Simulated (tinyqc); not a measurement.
# Gated graphene, quantum capacitance: effects of single changes

phi is the Fermi level above the Dirac point, in volts; Vg is counted from the gate voltage of charge neutrality. Ideal linear bands, no charge puddles.

Inputs (values chosen for the exercise); values close to those of graphene: temperature T = 150 K; relative permittivity of the gate insulator (close to silicon dioxide) eox = 3.9; insulator thickness tox = 2.3 nm; Fermi velocity vF = 9.85e5 m/s; density of traps Dit = 0 cm^-2 eV^-1; gate voltage Vg = -1.22 V.

Constants: q = 1.602176634e-19 C, kB = 1.380649e-23 J/K, hbar = 1.054571817e-34 J s, Vt = kB T/q, eps0 = 8.8541878128e-14 F/cm where lengths are in cm. Results are converted to the units shown.

Each table varies one quantity; the others keep the values above.

## Effect of the gate voltage

N0 = (2/pi)(kB T/(hbar vF))^2; n = N0 F1(phi/Vt), p = N0 F1(-phi/Vt), F1(e) = int_0^infinity u du/(1 + exp(u - e)) = -Li2(-exp(e)); Cq = q d(n - p)/dphi = (q N0/Vt) ln[2 (1 + cosh(phi/Vt))]. Cox = eps0 eox/tox; Vg = phi + q (n - p + Dit phi)/Cox. 1/C_G = 1/Cox + 1/(Cq + q Dit); dphi/dVg = Cox/(Cox + Cq + q Dit).

The same in every row: Cox (uF/cm^2) = 1.501.

Results:

| Vg (V) | phi (V) | n - p (cm^-2) | Cq (uF/cm^2) | C_G (uF/cm^2) | dphi/dVg | n + p (cm^-2) |
|---|---|---|---|---|---|---|
| -0.3 | -0.1391 | -1.507e12 | 3.376 | 1.039 | 0.3078 | 1.507e12 |
| -0.18 | -0.09798 | -7.686e11 | 2.378 | 0.9203 | 0.3870 | 7.686e11 |
| -0.06 | -0.04171 | -1.714e11 | 1.037 | 0.6132 | 0.5916 | 1.734e11 |
| 0.07 | 0.04748 | 2.110e11 | 1.168 | 0.6569 | 0.5625 | 2.123e11 |
| 0.19 | 0.1018 | 8.265e11 | 2.471 | 0.9339 | 0.3780 | 8.265e11 |
| 0.31 | 0.1422 | 1.573e12 | 3.450 | 1.046 | 0.3032 | 1.573e12 |
| 0.43 | 0.1758 | 2.382e12 | 4.266 | 1.111 | 0.2603 | 2.382e12 |
| 0.68 | 0.2338 | 4.181e12 | 5.673 | 1.187 | 0.2093 | 4.181e12 |
| 0.8 | 0.2579 | 5.080e12 | 6.259 | 1.211 | 0.1935 | 5.080e12 |

Estimate the missing row, Vg = 0.56 V.

Computed row:

| Vg (V) | phi (V) | n - p (cm^-2) | Cq (uF/cm^2) | C_G (uF/cm^2) | dphi/dVg | n + p (cm^-2) |
|---|---|---|---|---|---|---|
| 0.56 | 0.2075 | 3.303e12 | 5.036 | 1.157 | 0.2297 | 3.303e12 |

With this row back in the table: As Vg goes from -0.3 to 0.8, Cq goes from 3.38 through a minimum of 1.04 (at Vg = -0.06 among the rows listed) to 6.26 uF/cm^2, C_G/Cox goes from 0.692 through a minimum of 0.408 (at Vg = -0.06 among the rows listed) to 0.807 and n - p rises from -1.51e12 to 5.08e12 cm^-2. Cq is below Cox for Vg = -0.06, 0.07; there the density of states limits the response dn/dVg more than the insulator does. At neutrality Cq is (q N0/Vt) ln 4 = 0.435 uF/cm^2, and far from it Cq grows as |phi|.

## Effect of the density of traps

Same model as above.

The same in every row: Cox (uF/cm^2) = 1.501.

Result of one run:

| Dit (cm^-2 eV^-1) | phi (V) | n - p (cm^-2) | Cq (uF/cm^2) | C_G (uF/cm^2) | dphi/dVg | n + p (cm^-2) |
|---|---|---|---|---|---|---|
| 3e13 | -0.2069 | -3.285e12 | 5.022 | 1.302 | 0.1325 | 3.285e12 |

What becomes of these results when the density of traps Dit is changed from 3e13 to 4e12 cm^-2 eV^-1, all else the same?

Result of the changed run:

| Dit (cm^-2 eV^-1) | phi (V) | n - p (cm^-2) | Cq (uF/cm^2) | C_G (uF/cm^2) | dphi/dVg | n + p (cm^-2) |
|---|---|---|---|---|---|---|
| 4e12 | -0.3095 | -7.294e12 | 7.510 | 1.268 | 0.1556 | 7.294e12 |

The whole series:

| Dit (cm^-2 eV^-1) | phi (V) | n - p (cm^-2) | Cq (uF/cm^2) | C_G (uF/cm^2) | dphi/dVg | n + p (cm^-2) |
|---|---|---|---|---|---|---|
| 0 | -0.3309 | -8.332e12 | 8.029 | 1.265 | 0.1575 | 8.332e12 |
| 1e11 | -0.3303 | -8.304e12 | 8.015 | 1.265 | 0.1575 | 8.304e12 |
| 3e11 | -0.3292 | -8.249e12 | 7.988 | 1.265 | 0.1574 | 8.249e12 |
| 7e11 | -0.3270 | -8.139e12 | 7.935 | 1.265 | 0.1572 | 8.139e12 |
| 2e12 | -0.3200 | -7.794e12 | 7.764 | 1.266 | 0.1566 | 7.794e12 |
| 4e12 | -0.3095 | -7.294e12 | 7.510 | 1.268 | 0.1556 | 7.294e12 |
| 1e13 | -0.2805 | -5.999e12 | 6.806 | 1.274 | 0.1515 | 5.999e12 |
| 3e13 | -0.2069 | -3.285e12 | 5.022 | 1.302 | 0.1325 | 3.285e12 |

As Dit goes from 0 to 3e13, Cq falls from 8.03 to 5.02 uF/cm^2, C_G/Cox rises from 0.842 to 0.867 and n - p rises from -8.33e12 to -3.28e12 cm^-2. Cq exceeds Cox in every row, so the insulator is the tighter limit, though Cq still cuts C_G by up to 16 %.

tinyqc, about 0.01 s, one thread, Intel Xeon 2.30GHz (shared host): `OMP_NUM_THREADS=1 python tinyqc.py 2200135 2200136 out.jsonl`
